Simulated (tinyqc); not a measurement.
Fermi-Dirac statistics of conduction electrons, step by step. Values are carried at full precision from step to step, so a last printed digit may differ when a step is redone from the rounded ones.

Constants: hbar^2/2m0 = 3.80998211 eV angstrom^2; kB = 8.617333262e-05 eV/K; e^2/(4 pi eps0) = 14.39964547 eV angstrom.

Values chosen for the exercise (near those of Ge, lowest valleys alone; the results hold for these values, not for the real material): m = 0.5433 m0 (density-of-states mass of the conduction band); T = 300 K; n = 4.6e+19 1/cm^3 (electron density); eps = 15.8 (static dielectric constant); alpha = 0.63 1/eV (non-parabolicity).

## Reduced density

N = 2 (m kB T/(4 pi c))^(3/2) with c = hbar^2/2m0, in 1/angstrom^3; times 1e24 for 1/cm^3; u = n/Nc.

kT = 0.025852 eV
Nc = 1.0049e+19 1/cm^3
u = n/Nc = 4.57748

## Reduced Fermi level by five rules

F_j(eta) = (1/Gamma(j + 1)) integral_0^infinity x^j dx/(1 + exp(x - eta)), which tends to exp(eta) for eta << 0.

With u = n/Nc: Boltzmann eta = ln u; Joyce-Dixon eta = ln u + u/sqrt(8) - 4.95009e-3 u^2 + 1.48386e-4 u^3 - 4.42563e-6 u^4; Nilsson eta = ln u/(1 - u^2) + v/(1 + (0.24 + 1.08 v)^-2) with v = (3 sqrt(pi) u/4)^(2/3); fully degenerate limit eta = v; exact: F_1/2(eta) = u.

Find eta = (EF - Ec)/kT by each rule.

eta: Boltzmann 1.521, Joyce-Dixon 3.048, Nilsson 3.045, degenerate 3.333, exact 3.048

Against the exact value the errors are Boltzmann -1.527, Joyce-Dixon 0.000, Nilsson -0.003, degenerate limit +0.285 (in kT).

## Exact eta by Newton steps

Solve ln F_1/2(eta) = ln u from the Boltzmann value; dF_1/2/d eta = F_-1/2, so the step is -ln(F_1/2/u) F_1/2/F_-1/2. Stop below 1e-9.

Newton steps:
```
step       eta    F_1/2   F_-1/2  step taken
1     1.521148  2.17138  1.25862        1.29
2     2.807783  4.13799  1.78330       0.234
3     3.042003  4.56572  1.86853     0.00629
4     3.048290  4.57747  1.87078    4.31e-06
5     3.048294  4.57748  1.87078    2.03e-12
```

Converged in 5 steps.

## Mean energy, Einstein relation and screening

eta = 3.04829

Mean kinetic energy <E> = (3/2) kT F_3/2/F_1/2; D/mu = (kT/e) F_1/2/F_-1/2; dn/dEF = (Nc/kT) F_-1/2; screening length L = (4 pi (e^2/(4 pi eps0)) (dn/dEF)/eps)^(-1/2), with dn/dEF in 1/(angstrom^3 eV) (1/cm^3 = 1e-24/angstrom^3).

F_-1/2, F_1/2, F_3/2: [1.871, 4.577, 8.008]

<E> = 67.84 meV
D/mu = 63.26 mV
dn/dEF = 7.272e+20 1/(cm^3 eV)
L = 10.96 angstrom

The gas is degenerate. D/mu is 2.447 times kT/e and <E> is 1.749 times (3/2) kT; the Debye formula, with n/kT in place of dn/dEF, would give L = 7.005 angstrom.

## Fermi level in the non-parabolic band

Non-parabolic band E (1 + alpha E) = c k^2/m: n = Nc (2/sqrt(pi)) integral_0^infinity sqrt(x (1 + a x)) (1 + 2 a x) dx/(1 + exp(x - eta)) with a = alpha kT and eta = (EF - Ec)/kT; a = 0 gives n = Nc F_1/2(eta).

Solve for eta at the same n.

a = 0.01629
eta = 2.811
EF - Ec = 72.66 meV

The extra states lower EF by 6.14 meV against the parabolic band.

## Checks

- Non-parabolic integral at a = 0 against F_1/2(2): both 2.823721.
- F_1/2(40) against the Sommerfeld form (4/(3 sqrt(pi))) eta^(3/2) (1 + pi^2/(8 eta^2)): both 190.45.

Computed by tinyqc, a small Python program: `OMP_NUM_THREADS=1 python tinyqc.py 1650189 1650190 out.jsonl` (the numbers bound the seed that draws the inputs); one thread of a shared host (Intel(R) Xeon(R) Processor @ 2.30GHz), about 0.01 s for the whole set of steps.
